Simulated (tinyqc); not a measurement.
# Worked calculation: one level coupled to a phonon between two leads, self-consistent Born approximation

Program tinyqc, `OMP_NUM_THREADS=1 python tinyqc.py 2720120 2720121 out.jsonl`; Intel Xeon 2.30GHz, shared host, one thread, about 0.1 s. Printed values are rounded.

Wide-band leads with mu_L = +V/2 and mu_R = -V/2; phonons in equilibrium, Nq = 1/(exp(w0/kB T) - 1). Scattering links only energies that differ by w0, so a ladder E_k = E1 + k w0 closes on itself; terms that reach past its ends are dropped. Gn and Gp are the electron and hole parts of the spectral function A = Gn + Gp.

Parameters, values chosen for the exercise: temperature of leads and phonons T = 77 K; phonon energy w0 = 63 meV; level ed = -78 meV; coupling to the left lead GL = 25 meV; coupling to the right lead GR = 23 meV; electron-phonon matrix element M = 29 meV; bias V = 193 mV; rungs of the ladder shown nr = 7; lowest rung E1 = -126 meV.

Constants: q = 1.602176634e-19 C, kB = 1.380649e-23 J/K, Vt = kB T/q. Results are converted to the units shown.

Range of the model: The self-consistent Born approximation keeps only non-crossing phonon lines and no Hartree shift; it is rough once the coupling nears the phonon energy.

## The ladder and the first Green functions

|G|^2 = 1/[(E - ed)^2 + (GL + GR + Sin + Sout)^2/4], Gn = |G|^2 (GL fL + GR fR + Sin), Gp = |G|^2 (GL (1 - fL) + GR (1 - fR) + Sout), f = 1/(1 + exp((E - mu)/kB T)). On a single ladder the real part of the phonon self-energy, which needs all energies, is left out. At the start Sin = Sout = 0.

```
rung  E (meV)            fL            fR    Gn (1/meV)   Gp (1/meV)
0        -126             1     0.9884092    0.01657410  9.256526e-5
1         -63      1.000000   0.006376627    0.03139409   0.02853101
2           0     0.9999995   4.829633e-7   0.003753754  0.003453454
3          63     0.9936234  3.634624e-11   0.001214283  0.001132102
4         126    0.01159078  2.735298e-15   6.867878e-6  0.001130789
5         189   8.825120e-7  2.058495e-19  3.070034e-10  6.679187e-4
6         252  6.641499e-11  1.549155e-23  1.516656e-14  4.384523e-4
```

Nq = 7.526236e-5

## Iteration 1: scattering functions

Sin(E) = M^2 [(Nq + 1) Gn(E + w0) + Nq Gn(E - w0)], Sout(E) = M^2 [(Nq + 1) Gp(E - w0) + Nq Gp(E + w0)]. Nq = 1/(exp(w0/kB T) - 1).

```
rung     Sin (meV)   Sout (meV)
0         26.40441  0.001805888
1         3.158193   0.07807183
2         1.023276     23.99646
3      0.006013916     2.904645
4      7.711702e-5    0.9522119
5      4.347195e-7    0.9510925
6     1.943198e-11    0.5617619
```

## Iteration 1: Green functions

|G|^2 = 1/[(E - ed)^2 + (GL + GR + Sin + Sout)^2/4], Gn = |G|^2 (GL fL + GR fR + Sin), Gp = |G|^2 (GL (1 - fL) + GR (1 - fR) + Sout), f = 1/(1 + exp((E - mu)/kB T)). On a single ladder the real part of the phonon self-energy, which needs all energies, is left out.

```
rung  Gn after iteration 1 (1/meV)  Gp after iteration 1 (1/meV)
0                       0.02010206                   7.277349e-5
1                       0.03211757                    0.02602031
2                      0.003508613                   0.006336341
3                      0.001210319                   0.001269623
4                      6.865950e-6                   0.001152726
5                     3.129521e-10                   6.809347e-4
6                     1.534216e-14                   4.435287e-4
```

## Iteration 2: scattering functions

As before.

```
rung     Sin (meV)   Sout (meV)
0         27.01291  0.001646972
1         2.952238   0.06160818
2         1.019987     21.88481
3      0.005996778     5.329337
4      7.687110e-5     1.067877
5      4.345976e-7    0.9695440
6     1.980851e-11    0.5727092
```

## Iteration 2: Green functions

As before.

```
rung  Gn after iteration 2 (1/meV)  Gp after iteration 2 (1/meV)
0                       0.02014294                   7.228501e-5
1                       0.03209091                    0.02617047
2                      0.003544536                   0.006114370
3                      0.001206604                   0.001383475
4                      6.865483e-6                   0.001155389
5                     3.129485e-10                   6.811871e-4
6                     1.534557e-14                   4.436276e-4
```

## Course of the iteration

Repeat until no Sin or Sout changes by more than 1e-9 meV.

Course of the iteration:
```
iteration  largest Sin + Sout (meV)  largest change (meV)
1                          26.40622                  26.4
2                          27.01456                  2.42
3                          26.99214                 0.187
4                          26.99773                0.0195
5                          26.99735               1.75e-3
6                          26.99740               1.97e-4
7                          26.99740               1.77e-5
8                          26.99740               1.98e-6
9                          26.99740               1.78e-7
10                         26.99740               1.99e-8
11                         26.99740               1.78e-9
12                         26.99740              1.99e-10
```

Converged in 12 iterations; the change shrinks by about 0.10 a step.

## Currents on the rungs

```
rung  converged Gn (1/meV)  converged Gp (1/meV)
0               0.02014180           7.229974e-5
1               0.03209716            0.02614870
2              0.003542343           0.006125969
3              0.001206880           0.001375198
4              6.865123e-6           0.001157432
5             3.129473e-10           6.812412e-4
6             1.534556e-14           4.436299e-4
```

Spectral currents into the level: iL = GL [fL Gp - (1 - fL) Gn], iR = GR [fR Gp - (1 - fR) Gn].

```
rung         iL          iR      iL + iR
0     0.0018075  -0.0037259  -0.00191845
1     0.6537174  -0.7296922  -0.07597481
2     0.1531491  -0.0814738   0.07167533
3     0.0339683  -0.0277582   0.00621008
4     0.0001657  -0.0001579   0.00000785
5     0.0000000   0.0000000   0.00000000
6     0.0000000   0.0000000   0.00000000
```

sum of iL = 0.8428081

On a single rung iL + iR need not vanish (largest 0.076), since phonons move electrons between rungs; summed over the ladder it does.
